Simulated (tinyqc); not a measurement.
Worked calculation: time-dependent dielectric breakdown: cell percolation, Weibull statistics, area scaling and voltage extrapolation. Computed by tinyqc, a small Python program that keeps every step. Command: `OMP_NUM_THREADS=1 python tinyqc.py 3012338 3012339 out.jsonl tddb walk`. One thread of a shared host (Intel(R) Xeon(R) Processor @ 2.30GHz), about 0.01 s of CPU time with the checks. Intermediate numbers are printed to about 6 digits and carried at full precision; extremes and crossings named in words are read from the listed rows.

The oxide is divided into columns of area a^2, each holding m = t_ox/a cells (m is taken as continuous). A share lambda(t) = (t/t_1)^alpha of the cells is defective, and a column whose cells are all defective breaks down.

Inputs (values chosen for the exercise, for a model gate oxide):
```
quantity                                                   value  unit
oxide thickness t_ox                                         5.3    nm
defect cell size a                                           1.3    nm
exponent alpha of defect growth                             0.65     -
time t_1 at which the occupied share would reach 1       1.1e+07     s
test area A                                                    4  um^2
product area A_u                                           3e+06  um^2
stress voltage V                                            7.43     V
use voltage V_u                                              4.6     V
local exponent n = -d ln t/d ln V at the stress voltage       26     -
activation energy E_a                                       0.55    eV
stress temperature T                                         105     C
use temperature T_u                                           85     C
allowed failure fraction F                                 0.001     -
```

Voltage law used: power.

Constants: k_B = 8.617333262e-05 eV/K.

## Weibull parameters from the cell model

Failure fraction F = 1 - (1 - lambda^m)^N with N = A/a^2 columns, which for small lambda^m is 1 - exp(-(t/t63)^beta) with beta = alpha m and t63 = t_1 N^(-1/beta); critical share lambda(t63) = N^(-1/m). 1 um^2 = 1e6 nm^2.

cells per column m = 4.07692

columns N = 2.36686e+06

Weibull slope beta = 2.65

characteristic life t63 = 43255.8 s

critical share of defective cells = 0.0273227

Times between F = 10 % and 90 % span a factor 3.2: the smaller beta = alpha m, the wider the scatter. Caution: t_1 is an input here; in a real oxide it changes with thickness at fixed voltage.

## A sample of breakdown times

uniform random numbers u: 0.9295  0.8189  0.3518  0.6964  0.1407  0.3212  0.6500  0.4413  0.2416  0.9464

Each device fails at t = t63 (-ln(1 - u))^(1/beta). Sort the times; median rank F_i = (i - 0.3)/(n_s + 0.4) for n_s devices; W = ln(-ln(1 - F_i)).

Weibull plot:
```
i     t (s)       F_i     ln t         W
1   21228.3  0.067308   9.9631  -2.66384
2   26631.1  0.163462  10.1898  -1.72326
3   30244.4  0.259615  10.3171  -1.20202
4   31555.9  0.355769  10.3595  -0.82167
5   35267.6  0.451923  10.4707  -0.50860
6   44056.8  0.548077  10.6932  -0.23037
7   46220.4  0.644231  10.7412   0.03292
8   52947.2  0.740385  10.8771   0.29903
9   62501.7  0.836538  11.0429   0.59398
10  64864.7  0.932692  11.0801   0.99269
```

## Fitting the sample

W = ln(-ln(1 - F_i)) with the median ranks F_i. Least squares in W: W = beta ln t - beta ln t63. Maximum likelihood: solve sum t^b ln t/sum t^b - 1/b = mean of ln t for b, then t63 = (mean of t^b)^(1/b).

slope by least squares = 2.93084

t63 by least squares = 46721.3 s

slope by maximum likelihood = 3.20601

t63 by maximum likelihood = 46539.3 s

The true values are beta = 2.650 and t63 = 43300 s. With 10 devices the standard error of the maximum-likelihood slope is about 0.78 beta/sqrt(n_s) = 0.65; the fits miss by +0.28 and +0.56, and t63 by +8 and +8 %.

## Projection to use conditions

All three voltage laws share the slope n at the stress voltage. Factor t(V_u)/t(V): E law exp(n (1 - V_u/V)); 1/E law exp(n (V/V_u - 1)); power law (V/V_u)^n. Temperatures in kelvin are T(C) + 273.15. Temperature factor exp[(E_a/k_B)(1/T_u - 1/T)]; area factor (A/A_u)^(1/beta); percentile factor (-ln(1 - F))^(1/beta); life = t63 x all four; 1 year = 3.15576e7 s.

voltage factor = 259421

temperature factor = 2.56644

area factor = 0.00606730

percentile factor = 0.0737915

projected life = 0.408582 years

Area and percentile together cost 3.3 decades, voltage and temperature return 5.8; a ten-year target is missed.

## Three voltage laws

Life = t63 x voltage, temperature, area and percentile factors, the last three as above.

Log10 of the life in years:
```
V_u/V  V_u (V)     E law  1/E law  power law
1.00    7.4300  -5.80273  -5.8027   -5.80273
0.95    7.0585  -5.23814  -5.2084   -5.22354
0.90    6.6870  -4.67356  -4.5481   -4.61303
0.80    5.9440  -3.54439  -2.9798   -3.28307
0.70    5.2010  -2.41523  -0.9634   -1.77528
0.60    4.4580  -1.28606   1.7250   -0.03466
0.50    3.7150  -0.15690   5.4889    2.02405
0.40    2.9720   0.97227  11.1348    4.54371
```

At V_u/V = 0.9 the laws differ by 0.13 decades at most, and at 0.5 by 5.6. The E law is the most cautious and the 1/E law the most hopeful. Ten years are reached at V_u/V = 0.398 (E), 0.624 (1/E), 0.547 (power). Caution: the rows at low voltage extrapolate over many decades and cannot be tested.

Checks made by the program: Weibull form against the exact column count at t63 (relative difference 1e-07).
